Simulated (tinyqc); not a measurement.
Inside a calculation. Method: CIS on RHF in the 3-21g basis, for H2, spin multiplicity 1. Computed by tinyqc, a small Python program that keeps every step (integrals from PySCF). Settings: charge = 0, multiplicity = 1, basis = 3-21g, method = RHF, energy threshold = 1e-10, iteration cap = 60, orthogonalisation = symmetric, start = core, DIIS depth = 6. Command: `OMP_NUM_THREADS=1 python tinyqc.py 23225 23226 out.jsonl` (the two numbers bound the seeds that draw the settings). One thread of a shared host (Intel(R) Xeon(R) Processor @ 2.60GHz), about 0.04 s of CPU time with the checks. The early iterations of the SCF are left out here.

## One-electron integrals

Geometry (angstrom):

| atom | x | y | z |
|---|---|---|---|
| H | 0.000000 | 0.000000 | 0.000000 |
| H | 0.000000 | 0.000000 | 0.650000 |

Basis 3-21g: exponents (1/bohr^2) and contraction coefficients of normalised primitives:

| element | l (shell) | exponent | coefficient |
|---|---|---|---|
| H | s (1) | 5.447178 | 0.156285 |
| H | s (1) | 0.824547 | 0.904691 |
| H | s (2) | 0.183192 | 1.000000 |

Overlap, kinetic and nuclear-attraction integrals over the contracted functions; the nuclear repulsion is the sum of Za Zb / Rab.

nuclear repulsion = 0.81411879 hartree

overlap S, lower triangle:
```
          1H 1s     1H 2s     2H 1s     2H 2s
1H 1s  1.000000
1H 2s  0.645899  1.000000
2H 1s  0.493125  0.514103  1.000000
2H 2s  0.514103  0.870926  0.645899  1.000000
```

kinetic energy T (hartree), lower triangle:
```
          1H 1s     1H 2s     2H 1s     2H 2s
1H 1s  1.549405
1H 2s  0.293152  0.274788
2H 1s  0.344434  0.197715  1.549405
2H 2s  0.197715  0.217271  0.293152  0.274788
```

nuclear attraction V (hartree), lower triangle:
```
           1H 1s      1H 2s      2H 1s      2H 2s
1H 1s  -2.517911
1H 2s  -1.267990  -1.258550
2H 1s  -1.246288  -1.044985  -2.517911
2H 2s  -1.044985  -1.137088  -1.267990  -1.258550
```

core Hamiltonian H = T + V (hartree), lower triangle:
```
           1H 1s      1H 2s      2H 1s      2H 2s
1H 1s  -0.968507
1H 2s  -0.974839  -0.983762
2H 1s  -0.901855  -0.847271  -0.968507
2H 2s  -0.847271  -0.919817  -0.974839  -0.983762
```

## Two-electron integrals

Functions are numbered as in S; the eight-fold symmetry (ij|kl) = (ji|kl) = (kl|ij) leaves the list below.

Two-electron integrals (ij|kl) in chemists' order, unique and non-zero (hartree):
```
(11|11) 1.140145   (21|11) 0.611403   (21|21) 0.345152   (22|11) 0.626370
(22|21) 0.380329   (22|22) 0.482957   (31|11) 0.483284   (31|21) 0.271268
(31|22) 0.295105   (31|31) 0.258193   (32|11) 0.386534   (32|21) 0.229980
(32|22) 0.276400   (32|31) 0.225328   (32|32) 0.218138   (33|11) 0.740419
(33|21) 0.446085   (33|22) 0.541311   (33|31) 0.483284   (33|32) 0.481105
(33|33) 1.140145   (41|11) 0.481105   (41|21) 0.272305   (41|22) 0.301370
(41|31) 0.225328   (41|32) 0.194295   (41|33) 0.386534   (41|41) 0.218138
(42|11) 0.525056   (42|21) 0.320212   (42|22) 0.411129   (42|31) 0.266781
(42|32) 0.259683   (42|33) 0.525056   (42|41) 0.259683   (42|42) 0.366329
(43|11) 0.446085   (43|21) 0.269542   (43|22) 0.333994   (43|31) 0.271268
(43|32) 0.272305   (43|33) 0.611403   (43|41) 0.229980   (43|42) 0.320212
(43|43) 0.345152   (44|11) 0.541311   (44|21) 0.333994   (44|22) 0.441920
(44|31) 0.295105   (44|32) 0.301370   (44|33) 0.626370   (44|41) 0.276400
(44|42) 0.411129   (44|43) 0.380329   (44|44) 0.482957
```

## Orthogonalisation

S = U s U^T; symmetric (Loewdin) form X = U s^(-1/2) U^T, so that X^T S X = 1.

eigenvalues of S: 0.087640  0.506744  0.548308  2.857308

X, lower triangle:
```
           1H 1s      1H 2s      2H 1s     2H 2s
1H 1s   1.298180
1H 2s  -0.490674   2.064195
2H 1s  -0.234649   0.089370   1.298180
2H 2s   0.089370  -1.131364  -0.490674  2.064195
```

## Iteration 9 (converged): orbitals

converged F (hartree), lower triangle:
```
           1H 1s      1H 2s      2H 1s      2H 2s
1H 1s   0.017953
1H 2s  -0.544359  -0.362406
2H 1s  -0.582083  -0.558953   0.017953
2H 2s  -0.558953  -0.401087  -0.544359  -0.362406
```

Diagonalise F' = X^T F X, C = X C', fill 1 alpha and 1 beta electrons from the bottom; D = 2 C_occ C_occ^T. Each column has its largest component positive (the first on a tie).

F' = X^T F X (hartree), lower triangle:
```
           1          2          3         4
1   0.788815
2  -0.637244   0.306797
3  -0.608072  -0.108446   0.788815
4  -0.108446  -0.235972  -0.637244  0.306797
```

orbital energies (hartree): MO1 -0.621928, MO2 0.290116, MO3 0.873496, MO4 1.649539

coefficients C:
```
            MO1        MO2        MO3        MO4
1H 1s  0.303954   0.097183   0.744100  -1.154800
1H 2s  0.290116   1.862021  -0.656842   1.344210
2H 1s  0.303954  -0.097183   0.744100   1.154800
2H 2s  0.290116  -1.862021  -0.656842  -1.344210
```

D after iteration 9, lower triangle:
```
          1H 1s     1H 2s     2H 1s     2H 2s
1H 1s  0.184776
1H 2s  0.176364  0.168334
2H 1s  0.184776  0.176364  0.184776
2H 2s  0.176364  0.168334  0.176364  0.168334
```

## Convergence

Stop when the energy changes by less than 1e-10 hartree and every element of the error matrix X^T (F D S - S D F) X is below 3e-06.

Course of the cycle:

| iteration | E (hartree) | change | largest element of the error matrix |
|---|---|---|---|
| 1 | -1.05963495 | - | 1.86e-01 |
| 2 | -1.11529674 | -5.57e-02 | 2.84e-02 |
| 3 | -1.11655408 | -1.26e-03 | 2.37e-04 |
| 4 | -1.11655415 | -7.30e-08 | 9.66e-05 |
| 5 | -1.11655416 | -8.82e-09 | 6.06e-05 |
| 6 | -1.11655417 | -2.69e-09 | 4.41e-05 |
| 7 | -1.11655417 | -1.16e-09 | 3.47e-05 |
| 8 | -1.11655417 | -1.87e-09 | 9.87e-08 |
| 9 | -1.11655417 | -1.53e-14 | 2.81e-10 |

PySCF RHF in the same basis = -1.11655417 hartree

Converged in 9 iterations.

## Integrals over molecular orbitals

(pq|rs) = sum C_ip C_jq C_kr C_ls (ij|kl), one index at a time.

one-electron integrals over orbitals h = C^T H C (hartree), lower triangle:
```
           1          2          3         4
1  -1.308745
2   0.000000  -0.537009
3  -0.179682   0.000000  -0.151478
4   0.000000   0.210136   0.000000  0.383236
```

Two-electron integrals over orbitals (pq|rs), unique and non-zero (hartree):
```
(11|11) 0.686816    (21|21) 0.079227    (22|11) 0.453176    (22|22) 0.406054
(31|11) 0.179682    (31|22) 0.049261    (31|31) 0.120322    (32|21) -0.024930
(32|32) 0.037889    (33|11) 0.572648    (33|22) 0.403400    (33|31) 0.133901
(33|33) 0.505690    (41|21) -0.078436   (41|32) -0.016690   (41|41) 0.140347
(42|11) -0.144286   (42|22) -0.053169   (42|31) -0.073566   (42|33) -0.100785
(42|42) 0.065871    (43|21) -0.079796   (43|32) 0.002268    (43|41) 0.122022
(43|43) 0.123696    (44|11) 0.703325    (44|22) 0.465045    (44|31) 0.213780
(44|33) 0.593643    (44|42) -0.169570   (44|44) 0.786624
```

## CIS matrix, singlets

A(ia,jb) = (e_a - e_i) d_ij d_ab + 2 (ia|jb) - (ij|ab).

CIS matrix A, singlet (hartree), lower triangle:
```
           1>2       1>3       1>4
1>2   0.617322
1>3   0.000000  1.163421
1>4  -0.012586  0.000000  1.848837
```

## CIS singlet states

dipole integrals <i|r|a> (bohr):
```
            x         y          z
1>2  0.000000  0.000000  -0.950104
1>3  0.000000  0.000000   0.000000
1>4  0.000000  0.000000   0.199522
```

Diagonalise A (1 hartree = 27.211386 eV); each vector has its largest component positive (the first on a tie). The transition dipole is mu = sqrt2 sum c_ia <i|r|a>.

singlet excitation energies (eV): 16.794691  31.658288  50.312922

lowest vectors:
```
      state 1   state 2    state 3
1>2  0.999948  0.000000  -0.010218
1>3  0.000000  1.000000   0.000000
1>4  0.010218  0.000000   0.999948
```

oscillator strengths 2/3 w |mu|^2: 0.739589  0.000000  0.107913

## CIS matrix, triplets

A(ia,jb) = (e_a - e_i) d_ij d_ab - (ij|ab).

CIS matrix A, triplet (hartree), lower triangle:
```
          1>2       1>3       1>4
1>2  0.458868
1>3  0.000000  0.922776
1>4  0.144286  0.000000  1.568142
```

## CIS triplet states

Diagonalise A (1 hartree = 27.211386 eV); each vector has its largest component positive (the first on a tie).

triplet excitation energies (eV): 11.984116  25.110026  43.173655

lowest vectors:
```
       state 1   state 2   state 3
1>2   0.991914  0.000000  0.126909
1>3   0.000000  1.000000  0.000000
1>4  -0.126909  0.000000  0.991914
```
